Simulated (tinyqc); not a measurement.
Bandgap voltage reference from two bipolar transistors: one step of the calculation.

Two transistors of area 1 and N carry the same current I. Is(T) = Is (T/T0)^eta exp[(Vg0 q/kB)(1/T0 - 1/T)], VBE1 = Vt ln(I/Is(T)) + I rb, VBE2 = Vt ln(I/(N Is(T))) + I rb/N. The amplifier forces I R1(T) = VBE1 - VBE2 + Vos, with R(T) = R (1 + tc (T - T0)) for both resistors, and the output is Vref = VBE1 + I R2(T). Base currents and the Early effect are neglected.

Question. Operating point at another temperature. Vt = kB T/q; I = (Vt ln N + Vos)/(R1(T) - rb (1 - 1/N)).

Inputs (values chosen for the exercise); values of the order met in silicon bipolar transistors: reference temperature T0 = 298 K; band-gap voltage extrapolated to 0 K Vg0 = 1.19 V; temperature exponent of the saturation current eta = 4.4; saturation current of the unit transistor at T0 Is = 1.8e-18 A; area ratio of the second transistor N = 24; resistor across which the difference of VBE falls, at T0 R1 = 2.4 kohm; temperature coefficient of both resistors tc = 0 ppm/K; offset of the amplifier Vos = 1.6 mV; series resistance of the unit transistor rb = 0 ohm; output resistor at T0 R2 = 15.35 kohm; temperature T = 398 K.

Constants: q = 1.602176634e-19 C, kB = 1.380649e-23 J/K. Results are converted to the units shown.

Find: Vt; I; Is(T); VBE1; I R2; Vref.

Answer.

Vt = 0.03430 V
I = 46.08 uA
Is(T) = 7.325e-13 A
VBE1 = 0.6159 V
I R2 = 0.7074 V
Vref = 1.323 V

From T0 to T, VBE1 changes by -170 mV and I R2 by 175 mV, which leaves 5.52 mV in Vref.

Computed by the program tinyqc: `OMP_NUM_THREADS=1 python tinyqc.py 2062113 2062114 out.jsonl`, one thread of a shared Intel Xeon 2.30GHz, about 0.02 s for the whole run.
